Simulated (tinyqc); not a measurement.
Harmonic transition-state theory with quantum, tunnelling and friction corrections. Inputs raised by 2 %, one at a time. Computed by tinyqc, a small Python program. Command: `OMP_NUM_THREADS=1 python tinyqc.py 3024480 3024481 out.jsonl rates sens`. One thread of a shared host (Intel(R) Xeon(R) Processor @ 2.30GHz), about 0.01 s of CPU time with the checks.

One atom hops between equivalent sites; three modes at the minimum and two real modes at the saddle are treated as harmonic, the rest of the crystal as unchanged; melting is ignored, so hot rows may lie above the melting point.

Inputs (values chosen for the exercise, modelled on interstitial hydrogen in silicon): barrier E_b = 0.5 eV; imaginary frequency at the saddle nu_b = 27.4 THz; temperature T = 273 K.

Lattice of sites: three-dimensional.

frequencies at the minimum (THz): [32.7, 49.6, 54.9]

real frequencies at the saddle (THz): [40, 64.4]

Constants: h x 1 THz = 4.135667696 meV; k_B = 8.617333262e-05 eV/K.

Method:
- Vineyard: nu* = product of minimum frequencies / product of real saddle frequencies; k_cl = nu* exp(-E_b/(k_B T)).
- Quantum harmonic: k_q = (k_B T/h) [prod 2 sinh(x_i/2) (minimum) / prod 2 sinh(x_j/2) (saddle)] exp(-E_b/(k_B T)), x = h nu/(k_B T).
- Zero-point correction to the barrier = (h/2)(sum of saddle frequencies - sum of minimum frequencies).
- With u = h nu_b/(k_B T): Wigner factor 1 + u^2/24; parabolic barrier (Bell) (u/2)/sin(u/2), valid above T_c = h nu_b/(2 pi k_B); symmetric Eckart barrier: kappa = int_0^infinity P(E) exp(-(E - E_b)/(k_B T)) dE/(k_B T), P = (cosh 2a - 1)/(cosh 2a + cosh 2d), a = alpha sqrt(E/E_b), alpha = 2 pi E_b/(h nu_b), 2d = 2 sqrt(alpha^2 - pi^2/4).

Runs:
```
input moved                                   from      to  ratio k_q/k_cl  Eckart factor  quantum harmonic rate k_q (1/s)  crossover temperature T_c (K)
base run                                         -       -           2.933          3.121                            59652                          209.3
barrier E_b (eV)                               0.5    0.51           2.933          3.127                            38996                          209.3
imaginary frequency at the saddle nu_b (THz)  27.4  27.948           2.933          3.286                            59652                          213.5
temperature T (K)                              273  278.46           2.827          2.967                            87204                          209.3
```

Exponents ln(y'/y) / ln(x'/x):
```
input                                   ratio k_q/k_cl  Eckart factor  quantum harmonic rate k_q  crossover temperature T_c
barrier E_b                                      0.000          0.093                    -21.466                          0
imaginary frequency at the saddle nu_b           0.000          2.595                      0.000                          1
temperature T                                   -1.869         -2.558                     19.175                          0
```

Among the inputs moved here: ratio k_q/k_cl answers most in size to temperature T (exponent -1.869); its exponent is below 0.0005 for barrier E_b, imaginary frequency at the saddle nu_b. Eckart factor answers most in size to imaginary frequency at the saddle nu_b (exponent +2.595), and about equally to temperature T (-2.558). Quantum harmonic rate k_q answers most in size to barrier E_b (exponent -21.466), next to temperature T (+19.175); its exponent is below 0.0005 for imaginary frequency at the saddle nu_b. Crossover temperature T_c answers most in size to imaginary frequency at the saddle nu_b (exponent +1.000); its exponent is below 0.0005 for barrier E_b, temperature T. Its exponent +1.000 in imaginary frequency at the saddle nu_b: T_c = h nu_b/(2 pi k_B).

Extremes, crossings and ranges named in words are read from the listed rows.
